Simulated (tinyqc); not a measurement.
Worked calculation: Slater-Koster d bands of a bcc metal. Values are carried at full precision from step to step, so a last printed digit may differ when a step is redone from the rounded ones.

Slater-Koster d bands. For a bond with direction cosines (l, m, n) the 5 x 5 block is dds Ps + ddp Pp + ddd (1 - Ps - Pp), the projectors on sigma, pi and delta states about the bond; for instance <xy|xy> = 3 l^2 m^2 dds + (l^2 + m^2 - 4 l^2 m^2) ddp + (n^2 + l^2 m^2) ddd, <xy|yz> = 3 l m^2 n dds + l n (1 - 4 m^2) ddp + l n (m^2 - 1) ddd and <3z2-r2|3z2-r2> = (n^2 - (l^2 + m^2)/2)^2 dds + 3 n^2 (l^2 + m^2) ddp + (3/4)(l^2 + m^2)^2 ddd. H(k) sums the blocks times cos(k.R) over the neighbours; the d level is the zero of energy; k in 2 pi/a.

Values chosen for the exercise (of the size met in Mo; shifted at random, so the results belong to these values and not to a real crystal):

| symbol | value | unit | meaning |
|---|---|---|---|
| dds | -1.3 | eV | dd sigma |
| ddp | 0.806 | eV | dd pi |
| ddd | -0.117 | eV | dd delta |
| f2 | 0.487 |  | factor on all three integrals for second neighbours |
| Es | 5.3 | eV | s level |
| sss | -1.01 | eV | ss sigma |
| sds | -0.75 | eV | sd sigma |
| k | (0.41, 0.39, 0.33) | 2 pi/a | wave vector |
| Nd | 5 |  | d electrons per atom |

## The block of one bond

Direction (1,1,1)/sqrt3; its eigenvalues must be dds once, ddp twice and ddd twice.

block (eV), lower triangle:
```
             xy       yz       zx   x2-y2  3z2-r2
xy      -0.3062
yz      -0.4969  -0.3062
zx      -0.4969  -0.4969  -0.3062
x2-y2         0  -0.3077   0.3077  0.4983
3z2-r2  -0.3553   0.1776   0.1776       0  0.4983
```

## Levels at Gamma

Neighbours: eight at (a/2)(1,1,1) and equivalents, and six at a(1,0,0) and equivalents with the integrals times f2.

Summing the blocks at k = 0 gives E(t2g) = (8/3) dds + (16/9) ddp + (32/9) ddd + f2 (4 ddp + 2 ddd), E(eg) = (16/3) ddp + (8/3) ddd + f2 (3 dds + 3 ddd).

levels (eV): t2g (threefold) -0.9936, eg (twofold) 1.9164

The t2g level lies lower, by 2.9101 eV.

## The Hamiltonian at one k

An s orbital at Es couples to nearest neighbours alone: <s|s> = sss, <s|xy> = sqrt3 l m sds (cyclic), <s|x2-y2> = (sqrt3/2)(l^2 - m^2) sds, <s|3z2-r2> = (n^2 - (l^2 + m^2)/2) sds.

Sum over the neighbours.

H(k) (eV), lower triangle:
```
             s       xy       yz       zx    x2-y2  3z2-r2
s       4.9113
xy      1.5932  -1.3307
yz      0.7827   1.1130  -1.0047
zx      0.9699   0.8981   1.8283  -1.0711
x2-y2        0        0   0.5561  -0.6891   1.8262
3z2-r2       0   1.3072  -0.3211  -0.3979  -0.0368  1.4510
```

## Levels and character

Diagonalise H; t2g is xy, yz, zx and eg the other two.

levels (eV): -3.0614  -2.6116  0.7551  1.9172  1.9893  5.7934

weights:
```
     band 1  band 2  band 3  band 4  band 5  band 6
s     0.003   0.013   0.144   0.006   0.001   0.834
t2g   0.965   0.883   0.854   0.102   0.033   0.164
eg    0.033   0.104   0.002   0.892   0.966   0.002
```

## Levels at points of symmetry

Coordinates: G (0, 0, 0), H (1, 0, 0), N (0.5, 0.5, 0), P (0.5, 0.5, 0.5); the others lie half way.

Levels (eV):

| k | band 1 | band 2 | band 3 | band 4 | band 5 | band 6 |
|---|---|---|---|---|---|---|
| G | -2.780 | -0.994 | -0.994 | -0.994 | 1.916 | 1.916 |
| G-H 0.5 | -1.842 | -0.114 | -0.114 | 0.462 | 1.684 | 5.300 |
| H | -6.057 | -6.057 | 3.906 | 3.906 | 3.906 | 13.380 |
| N | -4.758 | -3.861 | 1.009 | 1.842 | 4.089 | 6.902 |
| P | -1.456 | -1.456 | -1.456 | 2.070 | 2.070 | 5.300 |
| P-G 0.5 | -2.645 | -2.645 | 0.058 | 1.783 | 1.783 | 4.330 |
| G-N 0.5 | -2.689 | -2.427 | 0.913 | 1.548 | 1.879 | 2.425 |

On these points the bands run from -6.057 (H) to 13.380 eV (H).

## Second moment and the rectangular band

mu2 = z (dds^2 + 2 ddp^2 + 2 ddd^2)/5 per orbital, with z = 8 + 6 f2^2. A rectangular band with the same mu2 has width W = sqrt(12 mu2), Fermi level W (Nd/10 - 1/2) and bond energy -W Nd (10 - Nd)/20 (Friedel).

mu2 = 5.6852 eV^2
W = 8.2597 eV
Fermi level = 0.0000 eV
bond energy per atom = -10.3246 eV

The bond energy is the attractive part alone; the repulsion between atoms, left out, cancels a large share of it in the cohesive energy.

## Checks

- Levels at Gamma from the formulas against H(0): they agree to 1e-10 or better.
- Second moment from the formula against the mean square level on the mesh: both 5.68519.

Program tinyqc; command `OMP_NUM_THREADS=1 python tinyqc.py 1450403 1450404 out.jsonl`; about 0.04 s on one thread of a shared Intel(R) Xeon(R) Processor @ 2.30GHz.
